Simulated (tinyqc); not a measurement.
Worked calculation: grain-boundary diffusion: Harrison regimes, Fisher and Le Claire analysis, Hart average. Computed by tinyqc, a small Python program that keeps every step. Command: `OMP_NUM_THREADS=1 python tinyqc.py 3025295 3025296 out.jsonl gbdiff walk`. One thread of a shared host (Intel(R) Xeon(R) Processor @ 2.30GHz), about 0.01 s of CPU time with the checks. Intermediate numbers are printed to about 5 digits and carried at full precision; extremes and crossings named in words are read from the listed rows.

A boundary is a slab of width delta with diffusivity D_b, normal to a surface held at constant concentration; it leaks into grains of diffusivity D.

Inputs (values chosen for the exercise, for a model polycrystal):

| quantity | value | unit |
|---|---|---|
| melting point T_m | 2780 | K |
| lattice prefactor D0 | 5.4e-05 | m^2/s |
| lattice activation energy E | 4 | eV |
| boundary prefactor D0b | 1.3e-05 | m^2/s |
| boundary activation energy E_b | 2.16 | eV |
| boundary width delta | 0.81 | nm |
| segregation factor s | 3 | - |
| grain size d | 11 | um |
| temperature T | 1420 | K |
| time t | 5700 | s |

Constants: k_B = 8.617333262e-05 eV/K.

## Diffusivities

D = D0 exp(-E/(k_B T)), D_b = D0b exp(-E_b/(k_B T)). Triple product P = s delta D_b.

D = 3.4343e-19 m^2/s

D_b = 2.8042e-13 m^2/s

triple product P = 6.8141e-22 m^3/s

At T/T_m = 0.51 the boundary is 820000 times faster than the lattice.

## Regime

l = sqrt(D t); P = s delta D_b; alpha = s delta/(2 l); beta = P/(2 D l). Regime A if l > 3 d, C if alpha > 1, B if alpha < 0.1, l < d/4 and beta > 10, otherwise a transition.

lattice diffusion length l = 0.044244 um

alpha = 0.027461

beta = 22423

Regime: B

Boundaries are isolated and lose material sideways, so only the product P can be measured.

## Effective diffusivity

Hart average for parallel slabs: f = delta/d, D_eff = (s f D_b + (1 - f) D)/(1 - f + s f); share of the boundaries = s f D_b/(s f D_b + (1 - f) D); depth sqrt(D_eff t).

boundary fraction f = 7.3636e-05

D_eff = 6.2281e-17 m^2/s

share of the boundaries = 0.99449

depth sqrt(D_eff t) = 0.59582 um

Caution: outside regime A (which needs sqrt(D t) above about 3 d) the Hart average and its depth are formal: they describe a profile only in regime A or at steady state.

## Penetration along an isolated boundary

Fisher: the mean concentration falls as exp(-y/y_F), y_F = sqrt(P) (pi t/(4 D))^(1/4), with the boundary equation P d2c/dy2 = 2 c sqrt(D/(pi t)). Le Claire (from the Whipple solution): ln c falls as -(y/y_L)^(6/5) with P = 1.322 sqrt(D/t) y_L^2.

Fisher depth y_F = 8.8204 um

Le Claire depth y_L = 8.1489 um

The tail reaches 184 lattice lengths l; y_L/l = sqrt(2 beta/1.322).

## Whipple integral against the two closed forms

Whipple, boundary part of the mean concentration in units of c0 l per boundary, for D_b/D far above beta: c(eta) = (2 eta/sqrt(pi)) int_1^infinity exp(-eta^2/(4 u)) u^(-3/2) [exp(-Y^2)/sqrt(pi) - Y erfc(Y)] du with Y = (u - 1)/(2 beta), eta = y/l; w = eta/sqrt(beta). The last columns are -ln[c(y)/c(w = 1)] from the integral, from Fisher, (y - y1)/y_F, and from Le Claire, (y/y_L)^(6/5) - (y1/y_L)^(6/5), with y1 the depth at w = 1.

Tail of the profile:

| w | y (um) | c | Whipple | Fisher | Le Claire |
|---|---|---|---|---|---|
| 1.5 | 9.938 | 4.8312e-01 | 0.530 | 0.3756 | 0.489 |
| 2.0 | 13.250 | 2.8009e-01 | 1.075 | 0.7511 | 1.012 |
| 3.0 | 19.876 | 9.0160e-02 | 2.209 | 1.5023 | 2.135 |
| 4.0 | 26.501 | 2.7495e-02 | 3.396 | 2.2534 | 3.337 |
| 5.0 | 33.126 | 7.9729e-03 | 4.634 | 3.0045 | 4.601 |
| 6.0 | 39.751 | 2.2053e-03 | 5.919 | 3.7556 | 5.917 |
| 8.0 | 53.002 | 1.4801e-04 | 8.621 | 5.2579 | 8.679 |
| 10.0 | 66.252 | 8.4649e-06 | 11.482 | 6.7601 | 11.583 |

At w = 10 the integral has fallen by 11.48 in the logarithm, Fisher by 6.76 and Le Claire by 11.58: the true tail bends down faster than an exponential, which is why profiles are plotted against y^(6/5).

## Lattice against boundary over temperature

D_eff = (s f D_b + (1 - f) D)/(1 - f + s f), f = delta/d; share of the boundaries = s f D_b/(s f D_b + (1 - f) D).

Diffusivities (m^2/s):

| T/T_m | T (K) | D | D_b | D_eff | share | regime |
|---|---|---|---|---|---|---|
| 0.3 | 834 | 3.6374e-29 | 1.1515e-18 | 2.5435e-22 | 1.00000 | C |
| 0.4 | 1112 | 4.0151e-23 | 2.1108e-15 | 4.6627e-19 | 0.99991 | C |
| 0.5 | 1390 | 1.6960e-19 | 1.9158e-13 | 4.2485e-17 | 0.99601 | B |
| 0.6 | 1668 | 4.4319e-17 | 3.8691e-12 | 8.9891e-16 | 0.95071 | B |
| 0.7 | 1946 | 2.3612e-15 | 3.3109e-11 | 9.6737e-15 | 0.75597 | transition |
| 0.8 | 2224 | 4.6563e-14 | 1.6565e-10 | 8.3142e-14 | 0.44007 | transition |
| 0.9 | 2502 | 4.7336e-13 | 5.7950e-10 | 6.0126e-13 | 0.21288 | A |
| 1.0 | 2780 | 3.0263e-12 | 1.5781e-09 | 3.3742e-12 | 0.10330 | A |

The apparent activation energy of D_eff is 2.16 eV between the first rows and 3.72 eV between the last, against E_b = 2.16 and E = 4 eV. Among these rows boundaries carry most of the flux up to T/T_m = 0.7, the lattice above. Caution: the segregation factor is held fixed, although it falls with temperature. Caution: outside regime A, D_eff and the share of the boundaries hold only at steady state.

Checks made by the program: Le Claire's slope against the Whipple integral (relative difference 2e-02).
